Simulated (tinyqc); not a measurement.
# Worked calculation: input admittance of a MOSFET at zero drain bias: distributed channel and distributed gate

Numbers from tinyqc (`OMP_NUM_THREADS=1 python tinyqc.py 2262106 2262107 out.jsonl`; about 0.01 s on one thread of a shared Intel Xeon 2.30GHz). Printed values are rounded.

Source and drain grounded, strong inversion, w = 2 pi f, Cox = eps0 eox/tox. The channel is an RC line of resistance 1/(mu Cox Vo) per square fed from both ends, so one finger has the intrinsic admittance y = i w Cox L tanh(g)/g per width, g = (1/2) sqrt(i w tau), tau = L^2/(mu Vo). The vertical resistance rv/L is in series with y, the overlaps 2 i w Cov in parallel: y_t = 1/(1/y + rv/L) + 2 i w Cov. The gate strip is a line of Rsh/L per length loaded by y_t, so a finger has Y = y_t Wf tanh(k)/k, k = (Wf/sd) sqrt(y_t Rsh/L); the device has Nf Y.

Values chosen for this exercise; values of the order met in silicon radio-frequency transistors:
```
symbol,value,unit,meaning
eox,24.9,,relative permittivity of the gate insulator (close to zirconium oxide)
tox,6.3,nm,insulator thickness
L,1.8,um,channel length
Wf,1.7,um,finger width
Nf,4,,number of fingers
mu,250,cm^2/(V s),channel mobility
Vo,0.22,V,gate overdrive
Rsh,8,ohm/square,sheet resistance of the gate
rv,0,ohm um^2,vertical resistivity of the gate stack
sd,2,,number of ends at which a finger is contacted
Cov,0.18,fF/um,overlap and fringe capacitance on each side
f,0.35,GHz,frequency
```

Constants: eps0 = 8.8541878128e-14 F/cm where lengths are in cm. Results are converted to the units shown.

## Low-frequency resistances and capacitance

Low-frequency limits, with c = Cox L and ct = c + 2 Cov: R_strip = Rsh Wf/(3 sd^2 L Nf), R_ch = (c/ct)^2 L/(12 mu Cox Vo Wf Nf), R_vert = (c/ct)^2 rv/(L Wf Nf), C = ct Wf Nf.

parts (ohm): strip 0.157407, channel 113.308, vertical 0
sum = 113.466 ohm
C = 430.788 fF
1/(2 pi R C) = 3.25605 GHz

The channel term is the largest, 99.9 % of the sum.

## Admittance of the channel and stack per width

tau, g, c = Cox L, y and y_t as defined.

tau = 589.091 ps
g = 0.402411+0.402411i
c = 62.9912 fF/um
y = 14.705+136.620i uS/um
y_t = 14.705+137.412i uS/um

w tau = 1.30, and Im y is 0.986 of w c.

## Input impedance of the device

k and Y as defined; Z = 1/(Nf Y) = R + 1/(i w C); Q = |Im Z|/R; signal at the point farthest from a contact |1/cosh k|.

k = 0.0156682+0.0140809i
Nf Y = 0.100130+0.934372i mS
R = 113.387 ohm
C = 429.765 fF
Q = 9.33160
signal at the far point = 0.999976

R is 0.069 % below its low-frequency limit and C is 0.24 % below its own.
